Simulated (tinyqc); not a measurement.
Diameter from the threshold shift.

Problem. Undoped body with a flat potential across it, hard walls, transport along x. Three valley pairs (g = 2 each) with the longitudinal mass along x, y or z. Non-parabolicity enters the subband edges through E (1 + al E) = gamma, so E = 2 gamma/(1 + sqrt(1 + 4 al gamma)); motion within a subband is taken as parabolic with the band-edge mass. Energies are counted from the bulk band edge. gamma = C (2 z/(t + dl))^2 (1/my + 1/mz)/2, z the zeros of the Bessel functions J_l (2.404826, 3.831706, 5.135622, 5.520078, ...), twofold for l > 0; the mean inverse mass is an approximation for anisotropic valleys, C = hbar^2/(2 m0). Each subband has N_k = g sqrt(2 mx m0 kB T/(pi hbar^2)); without degeneracy n = exp(EF/Vt) sum N_k exp(-E_k/Vt). Classical value Nc times pi t^2/4, Nc = sum over valleys of 2 g (m m0 kB T/(2 pi hbar^2))^1.5 with m = (mx my mz)^(1/3). Threshold shift dVT = Vt ln(classical value/sum N_k exp(-E_k/Vt)). Find t and the lowest subband edge.

Parameters, values chosen for the exercise; masses close to those of silicon:
- T = 300 K (temperature)
- ml = 0.924 m0 (longitudinal mass)
- mt = 0.187 m0 (transverse mass)
- al = 0 1/eV (non-parabolicity)
- dl = 0 nm (widening of the box by penetration into the insulator)

Constants: q = 1.602176634e-19 C, kB = 1.380649e-23 J/K, hbar = 1.054571817e-34 J s, m0 = 9.1093837015e-31 kg, Vt = kB T/q, hbar^2/(2 m0) = 0.0380998212 eV nm^2. Results are converted to the units shown.

dVT = 650.29427 mV

Solution. dVT is evaluated for trial values of t with all subbands; between 1.5 and 25 nm one value matches.

t = 2.00 nm
E_1 = 708 meV

Program tinyqc, `OMP_NUM_THREADS=1 python tinyqc.py 2350007 2350008 out.jsonl`; Intel Xeon 2.30GHz, shared host, one thread, about 0.2 s.
